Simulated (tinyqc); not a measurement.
Grain-boundary trapping model (Seto) of a polycrystalline semiconductor film: one step, computed by the program tinyqc.

Grains of equal size L are joined by thin boundaries with one trap level. Trapped carriers deplete a width W on each side and raise a barrier, crossed by thermionic emission. Dopants are fully ionised, statistics are non-degenerate and mu_g does not depend on T.

Problem. Critical doping. If all traps fill, the grain is just depleted at N* = Q_t/L, with the barrier e Q_t L/(8 eps eps_0).

Inputs (values chosen for the exercise, modelled on polycrystalline silicon): permittivity eps = 11.7; grain size L = 100 nm; trap density Q_t = 1.7e+12 1/cm^2.

Grain interior: neglected.

Constants: e = 1.602176634e-19 C; eps_0 = 8.8541878128e-12 F/m; k_B = 8.617333262e-05 eV/K.

Give: N*; barrier at N* with all traps filled.

Solution.

N* = 1.70e+17 1/cm^3

barrier at N* with all traps filled = 0.3287 V
